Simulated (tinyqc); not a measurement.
Inside a calculation. Method: Luttinger-Kohn k.p, four valence bands. One step of it, computed by the program tinyqc.

Problem. Levels at k. Diagonalise the Hermitian matrix.

H(k) at k (eV), lower triangle (Hermitian):
```
                      3/2                  1/2                -1/2      -3/2
3/2              0.156088
1/2   -0.069667-0.028775i             0.133648
-1/2  -0.033470-0.049025i             0.000000            0.133648
-3/2             0.000000  -0.033470-0.049025i  0.069667+0.028775i  0.156088
```

Give: eigenvalues.

Solution.

eigenvalues (eV): 0.0483  0.0483  0.2415  0.2415
